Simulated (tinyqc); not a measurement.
# Fermi-level pinning at a metal contact (Cowley-Sze model): barrier against work function

Interface states of density Ds lie behind a thin layer of thickness dl. Neglecting the depletion charge, the barrier for electrons is phi = S (pM - chi) + (1 - S) E0 with S = 1/(1 + q Ds dl/(eps0 ei)); the barrier for holes is Eg - phi.

phi is listed beside the Schottky-Mott value pM - chi.

Parameters, values chosen for the exercise; material values close to those of 4H silicon carbide:
- Eg = 3.22 eV (band gap)
- chi = 3.57 eV (electron affinity)
- Ds = 3.7e13 cm^-2 eV^-1 (density of interface states)
- E0 = 2.55 eV (depth of their neutrality level below the conduction edge)
- dl = 0.45 nm (thickness of the interface layer)
- ei = 3.6 (its relative permittivity)

Constants: q = 1.602176634e-19 C, eps0 = 8.8541878128e-14 F/cm where lengths are in cm. Results are converted to the units shown.

Barrier against work function:

| pM (eV) | pM - chi (eV) | phi (eV) |
|---|---|---|
| 3.4 | -0.1700 | 1.069 |
| 3.7 | 0.1300 | 1.233 |
| 4 | 0.4300 | 1.396 |
| 4.3 | 0.7300 | 1.559 |
| 4.6 | 1.030 | 1.723 |
| 4.9 | 1.330 | 1.886 |
| 5.2 | 1.630 | 2.049 |
| 5.5 | 1.930 | 2.212 |
| 5.8 | 2.230 | 2.376 |

What does the comparison show?

phi rises with slope S = 0.544, by 1.31 eV over 2.40 eV of work function, and equals the Schottky-Mott value at pM = chi + E0 = 6.12 eV.

Numbers from tinyqc (`OMP_NUM_THREADS=1 python tinyqc.py 2430158 2430159 out.jsonl`; about 0.01 s on one thread of a shared Intel Xeon 2.30GHz).
